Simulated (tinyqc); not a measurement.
## Vertical double-diffused power MOSFET, components of the on-resistance: On-resistance against the gap between neighbouring p bodies

Stripe cells of pitch Wp + a, two channels a cell. Current flows through the channels, spreads in the accumulation layer, passes the gap between the p bodies and spreads at 45 degrees into the drift layer below them. Low drain voltage, full ionisation.

Triangular field at breakdown with Ec = Kc N^(1/8): BV = eps0 eps_r Ec^2/(2 q N), so N = (eps0 eps_r Kc^2/(2 q BV))^(4/3); W = 2 BV/Ec; mu = mud (T/300 K)^(-bt); rho = 1/(q mu N); ideal resistance rho W. Pitch p = Wp + a, Cox = 3.9 eps0/tox; zero-bias depletion in the gap w0 = sqrt(2 eps0 eps_r Vbi/(q N Nj)), open gap g = a - 2 w0; R_ch = Lc p/(2 mch Cox Vov); R_acc = 0.6 a p/(4 mac Cox Vov), 0.6 being an empirical factor for current leaving the layer along its length; R_gap = (rho/Nj) xp p/g; spreading depth t = min(W, (p - g)/2); R_drift = (rho p/2) ln((g + 2 t)/g) + rho (W - t); R_on = the sum with Rs.

Inputs (values chosen for the exercise); bulk values close to those of silicon:
```
symbol  value                    unit                                             meaning
T         400                       K                                         temperature
eps_r    11.4                                                       relative permittivity
Kc       4000  V/cm per (cm^-3)^(1/8)                             critical-field constant
BV        100                       V          rated breakdown voltage of the drift layer
mud      1230              cm^2/(V s)                             drift mobility at 300 K
bt        2.6                                  temperature exponent of the drift mobility
tox        64                      nm                    gate oxide thickness (eps_r 3.9)
Vov        10                       V                                      gate overdrive
mch       440              cm^2/(V s)                                    channel mobility
mac       410              cm^2/(V s)                         accumulation-layer mobility
Lc        0.4                      um                                      channel length
Wp        5.6                      um  width of the p body in one cell, channels included
xp        1.1                      um                                 depth of the p body
Nj          2                                     doping of the gap over the drift doping
Vbi     0.641                       V               built-in voltage of the body junction
Rs       0.48               mohm cm^2                    substrate and contact resistance
```

Constants: q = 1.602176634e-19 C, eps0 = 8.8541878128e-14 F/cm where lengths are in cm. Results are converted to the units shown.

The same in every row: ideal (mohm cm^2) = 1.498.

Result of one run:

| a (um) | R_ch (mohm cm^2) | R_acc (mohm cm^2) | R_gap (mohm cm^2) | R_drift (mohm cm^2) | R_on (mohm cm^2) | largest term |
|---|---|---|---|---|---|---|
| 14 | 0.1651 | 1.861 | 0.2156 | 1.668 | 4.389 | accumulation |

What becomes of these results when the gap between neighbouring p bodies a is changed from 14 to 0.76 um, all else the same?

Result of the changed run:

| a (um) | R_ch (mohm cm^2) | R_acc (mohm cm^2) | R_gap (mohm cm^2) | R_drift (mohm cm^2) | R_on (mohm cm^2) | largest term |
|---|---|---|---|---|---|---|
| 0.76 | 0.05358 | 0.03278 | 7.457 | 4.002 | 12.03 | gap |

The whole series:

| a (um) | R_ch (mohm cm^2) | R_acc (mohm cm^2) | R_gap (mohm cm^2) | R_drift (mohm cm^2) | R_on (mohm cm^2) | largest term |
|---|---|---|---|---|---|---|
| 0.76 | 0.05358 | 0.03278 | 7.457 | 4.002 | 12.03 | gap |
| 1.1 | 0.05644 | 0.04997 | 2.116 | 3.053 | 5.756 | drift |
| 1.6 | 0.06066 | 0.07811 | 1.096 | 2.598 | 4.314 | drift |
| 2.3 | 0.06655 | 0.1232 | 0.6974 | 2.309 | 3.676 | drift |
| 3.3 | 0.07498 | 0.1991 | 0.4909 | 2.099 | 3.344 | drift |
| 4.7 | 0.08677 | 0.3283 | 0.3725 | 1.945 | 3.212 | drift |
| 6.8 | 0.1045 | 0.5717 | 0.2957 | 1.823 | 3.275 | drift |
| 9.7 | 0.1289 | 1.006 | 0.2481 | 1.735 | 3.598 | drift |
| 14 | 0.1651 | 1.861 | 0.2156 | 1.668 | 4.389 | accumulation |

R_on goes from 12.0 through a minimum of 3.21 (at a = 4.7 among the rows listed) to 4.39 mohm cm^2. The gap term is the largest at a = 0.76, the drift term from 1.1, the accumulation term from 14 on. R_on is 8.03 times the ideal drift resistance in the first row and 2.93 times in the last. A narrow gap chokes the current while a wide one lengthens the pitch and so dilutes the channels, which gives the minimum.

Numbers from tinyqc (`OMP_NUM_THREADS=1 python tinyqc.py 2230040 2230041 out.jsonl`; about 0.01 s on one thread of a shared Intel Xeon 2.30GHz).
